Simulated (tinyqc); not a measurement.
One mass for the acceptor? Model: shallow acceptor in the spherical model (Baldereschi-Lipari), strong spin-orbit limit. Computed by tinyqc, a small Python program. Command: `OMP_NUM_THREADS=1 python tinyqc.py 3000244 3000245 out.jsonl acceptor walk`. One thread of a shared host (Intel(R) Xeon(R) Processor @ 2.30GHz), about 0.01 s of CPU time with the checks.

The 1S(3/2) state has an s envelope f(r) and a d envelope g(r). In effective units they obey -(f'' + 2f'/r + 2f/r) + mu (g'' + 5g'/r + 3g/r^2) = E f and -(g'' + 2g'/r - 6g/r^2 + 2g/r) + mu (f'' - f'/r) = E g. The cubic term, the split-off band and the central cell are left out.

Inputs (values chosen for the exercise, modelled on germanium):
```
quantity                 value  unit
Luttinger gamma_1         13.2     -
Luttinger gamma_2         4.34     -
Luttinger gamma_3         5.77     -
dielectric constant eps   15.1     -
```

Constants: Ry = 13.605693123 eV; a_0 = 0.529177210903 angstrom.

Method:
- Ry* = Ry/(gamma_1 eps^2), a* = a_0 eps gamma_1, mu = (6 gamma_3 + 4 gamma_2)/(5 gamma_1), delta = (gamma_3 - gamma_2)/gamma_1; spherical masses 1/(gamma_1 (1 - mu)) (heavy) and 1/(gamma_1 (1 + mu)) (light).
- Basis: f_i = exp(-zeta_i r), g_i = r exp(-zeta_i r), weight r^2 dr, s = zeta_i + zeta_j. S_ff = 2/s^3, H_ff = zeta_i zeta_j S_ff - 2/s^2; S_gg = 24/s^5, H_gg = 8/s^3 + 24 zeta_i zeta_j/s^5 - 12/s^4; H(f_i, g_j) = mu (6 zeta_i^2/s^4 + 2 zeta_i/s^3); S_fg = 0. Each function is normalised by sqrt(S_ii).
- Large basis: zeta_i = 0.08 x 1.55^(i-1), i = 1..20 in each channel; overlap eigenvalues below 1e-11 are dropped.
- Binding energies are -E Ry*; the mass that fits is E(1S) eps^2/Ry.
- Hydrogenic binding Ry m/eps^2; the density-of-states mass is (m_H^(3/2) + m_L^(3/2))^(2/3); errors are against the large basis.

light-hole mass = 0.0423801 m_0

heavy-hole mass = 0.356633 m_0

1S(3/2) binding energy = 11.0875 meV

1S binding energy:
```
mass                     value (m_0)  binding (meV)  error (%)
light hole                   0.04238          2.529    -77.192
1/gamma_1                    0.07576          4.521    -59.228
mean of heavy and light      0.19951         11.905      7.372
heavy hole                   0.35663         21.281     91.935
density of states            0.36631         21.858     97.141
```

What follows from these numbers?

The coupled result, 11.09 meV, lies between the 1/gamma_1 value (no coupling) and the heavy-hole value; the closest single rule here is "mean of heavy and light", off by +7.4 %.
